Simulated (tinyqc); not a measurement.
Threshold-voltage variability of a planar MOSFET, analytic estimates: two steps of the calculation.

Three independent sources add in quadrature: random dopants in the depleted layer, metal-gate grains of two orientations, and roughness of the two gate edges acting through the roll-off VT = VT(long) - Vr exp(-L/l). These are first-order estimates: no three-dimensional electrostatics, no percolation.

Values chosen for this exercise; material values close to those of silicon: gate length L = 25 nm; gate width W = 100 nm; metal grain size G = 5 nm; work-function difference of the two grain orientations dW = 0.15 eV; share of the orientation of higher work function p = 0.5; rms roughness of one gate edge De = 1 nm; correlation length of the roughness La = 20 nm; decay length of the threshold roll-off l = 6 nm; prefactor of the roll-off Vr = 2.5 V; number of cells Nb = 65536; wanted yield Y = 0.99.

Problem 1. Metal grains and edge roughness. Grains: Ng = L W/G^2 (at least 1), s2 = dW sqrt(p (1 - p)/Ng). Edges, with exponential correlation and u = W/La: the mean gate length has sL^2 = 2 De^2 (2/u)[1 - (1 - exp(-u))/u]; s3 = sL (Vr/l) exp(-L/l).

Find: Ng; s2; sL; dVT/dL; s3.

Solution 1.

Ng = 100.00
s2 = 7.5000 mV
sL = 0.80067 nm
dVT/dL = 6.4599 mV/nm
s3 = 5.1723 mV

Problem 2. Margin in standard deviations for the wanted yield. Cells fail independently with probability Q(k) = erfc(k/sqrt(2))/2 when the margin is k standard deviations, and Y = exp(-Nb Q(k)). phi = exp(-k^2/2)/sqrt(2 pi). Newton steps on ln Q(k) = ln(-ln(Y)/Nb): k(new) = k + [ln Q - ln(-ln(Y)/Nb)] Q/phi.

k at the start = 3

Find: Q(k); phi; k after iteration 1.

Solution 2.

Q(k) = 0.001350
phi = 0.004432
k after iteration 1 = 5.767

Numbers from tinyqc (`OMP_NUM_THREADS=1 python tinyqc.py 2090085 2090086 out.jsonl`; about 0.01 s on one thread of a shared Intel Xeon 2.30GHz).
